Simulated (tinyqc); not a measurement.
Strained L valleys, repopulation and conductivity mass: mobility against stress.

A cubic crystal with four conduction valleys along the <111> axes under uniaxial stress X along [110] (X > 0 is tension); current along [-110]. Non-degenerate electrons, fixed total density, one relaxation time for all valleys and stresses, masses unchanged by strain, so the mobility goes as the mean inverse mass.

Stress s_ij = X a_i a_j with a the unit vector along [110]; strain e_ii = s11 s_ii + s12 (s_jj + s_kk), e_ij = s44 s_ij/2. Valley shift dE = Xu (n.e.n - trace(e)/3) with n the valley axis; share f proportional to exp(-dE/Vt). Inverse mass along the current d = [-110]: (n.d)^2/ml + (1 - (n.d)^2)/mt; mu/mu0 = sum f (1/m) over the plain mean of 1/m. The linear estimate is 1 - pi X with pi the small-stress slope -d(mu/mu0)/dX.

Inputs (values chosen for the exercise); values close to those of germanium:
```
symbol   value   unit                      meaning
T          273      K                  temperature
s11       9.73  1/TPa                   compliance
s12      -2.74  1/TPa                   compliance
s44         15  1/TPa                   compliance
Xu        16.9     eV  shear deformation potential
ml        1.55     m0            longitudinal mass
mt      0.0809     m0              transverse mass
```

Constants: q = 1.602176634e-19 C, kB = 1.380649e-23 J/K, Vt = kB T/q. Results are converted to the units shown.

Results:
```
X (MPa)	splitting (meV)	largest share	mu/mu0	linear estimate
-25	2.112	0.2612	1.021	1.021
-50	4.225	0.2724	1.041	1.041
-100	8.450	0.2944	1.082	1.083
-200	16.90	0.3361	1.159	1.166
-400	33.80	0.4040	1.284	1.332
-700	59.15	0.4626	1.393	1.581
-1000	84.50	0.4866	1.437	1.829
-2500	211.2	0.4999	1.462	3.074
```

Estimate the missing row, X = -1500 MPa.

Computed row:
```
X (MPa)	splitting (meV)	largest share	mu/mu0	linear estimate
-1500	126.8	0.4977	1.458	2.244
```

With this row back in the table: The ratio mu/mu0 rises from 1.02 to 1.46; pi = 82.9e-11 1/Pa. The linear estimate of the change is 1.001 times the computed change in the first row and 4.49 times it in the last: once the splitting is several Vt (Vt = 23.5 meV) the upper valleys are nearly empty and little is left to move. At X = -2500 MPa the stress passes 1.5 GPa, where intervalley scattering and masses change too.

Numbers from tinyqc (`OMP_NUM_THREADS=1 python tinyqc.py 2530143 2530144 out.jsonl`; about 0.01 s on one thread of a shared Intel Xeon 2.30GHz).
